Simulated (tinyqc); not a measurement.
Range and order of the fit: effective mass of the conduction band from tabulated energies.

c = hbar^2/2m0. A uniform scatter of up to 0.3 meV has been added to mimic numerical noise.
Constants: hbar^2/2m0 = 3.80998211 eV angstrom^2.

Energies along [111], from the band edge:
```
k (1/angstrom)    E (meV)
0.000000          0.00000
0.009700          5.69080
0.019400         21.66830
0.029100         47.58380
0.038800         82.25210
0.048500        124.91820
0.058200        173.91130
0.067900        228.03520
0.077600        286.72800
```

reference mass (curvature of the model at k = 0.0001 1/angstrom) = 0.065800 m0

Least-squares fits of E = a k^2 (+ b k^4 + d k^6) over points 1 to n, and the line y = c k^2/E against E; errors of m against the reference.

Results:
```
n  E at point n (meV)  one term (%)  two terms (%)  three terms (%)  line (%)  rms residual, one term (meV)
3                47.6          2.55          -1.88            -6.31     -4.39                         0.351
4                82.3          5.01          -0.90            -2.44     -3.53                         0.784
5               124.9          7.54           0.13            -1.68     -2.90                         1.466
6               173.9         10.46           0.75            -0.67     -2.49                         2.633
7               228.0         13.76           1.40            -0.18     -2.24                         4.343
8               286.7         17.29           2.36            -0.03     -2.04                         6.525
```

What does the comparison show?

The error of the parabola goes from +2.55 to +17.29 % as the range widens, and at n = 8 its residual, 6.52 meV, is only 2.3 % of the top energy: a small residual does not vouch for the mass. Over the full range (n = 8) the best form is three terms (0.03 %); the line errs by -4.39 % at n = 3 and -2.04 % at n = 8. Many terms on few points amplify the scatter: three terms err by -6.3 % at n = 3 but by 0.0 % at n = 8.

Computed by tinyqc, a small Python program: `OMP_NUM_THREADS=1 python tinyqc.py 1851260 1851261 out.jsonl` (the numbers bound the seed that draws the inputs); one thread of a shared host (Intel(R) Xeon(R) Processor @ 2.30GHz), about 0.01 s for the whole set of steps.
